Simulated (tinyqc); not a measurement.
## All-pass ring resonator: line shape, cold and heated

A ring of length L = 2 pi Rr coupled to one bus waveguide: round-trip amplitude a = 10^(-al L/20), self-coupling t = sqrt(1 - k2). At detuning d from the resonance the round-trip phase is p = 2 pi d/FSR and the transmission T = (a^2 - 2 a t cos p + t^2)/(1 - 2 a t cos p + a^2 t^2). Lossless coupler, linear absorption only.

FSR = lam^2/(ng L). The lost power (1 - T) Pin heats the ring by Rt fa (1 - T) Pin and shifts the resonance to longer wavelength by s = (lam dT/ng) times that rise; d = dl - s. The hot columns give T for the smallest and the largest self-consistent shift.

Inputs (values chosen for the exercise); values close to those of silicon waveguides:
- lam = 1550 nm (cold resonance wavelength)
- Rr = 15 um (ring radius)
- ng = 4.16 (group index)
- al = 21 dB/cm (propagation loss)
- k2 = 0.023 (power coupling)
- dT = 0.00018 1/K (thermo-optic change of the effective index)
- Rt = 10 K/mW (thermal resistance)
- fa = 0.9 (share of the loss that heats the ring)
- Pin = 0.087 mW (input power)

Results:
```
dl (pm),"T, cold",roots,smallest s (pm),T there,largest s (pm),T there 
-100,0.90928,1,4.4078,0.91606,4.4078,0.91606
-27,0.45650,1,17.198,0.67251,17.198,0.67251
0,0.10496,1,27.845,0.46975,27.845,0.46975
20,0.33941,1,37.215,0.29132,37.215,0.29132
40,0.63007,1,45.689,0.12995,45.689,0.12995
60,0.78656,1,18.703,0.64384,18.703,0.64384
87,0.88394,1,7.0480,0.86579,7.0480,0.86579
120,0.93496,1,3.6141,0.93118,3.6141,0.93118
170,0.96632,1,1.8050,0.96563,1.8050,0.96563
```

Estimate the missing row, dl = -54 pm.

Computed row:
```
dl (pm),"T, cold",roots,smallest s (pm),T there,largest s (pm),T there 
-54,0.75046,1,10.116,0.80737,10.116,0.80737
```

With this row back in the table: The cold line has FWHM = 67.1 pm and its dip at dl = 0; heated, the deepest listed dip lies at dl = 40 pm, and the largest possible shift is 47.0 pm, 0.70 FWHM. No listed row is bistable.

Numbers from tinyqc (`OMP_NUM_THREADS=1 python tinyqc.py 2650104 2650105 out.jsonl`; about 0.01 s on one thread of a shared Intel Xeon 2.30GHz).
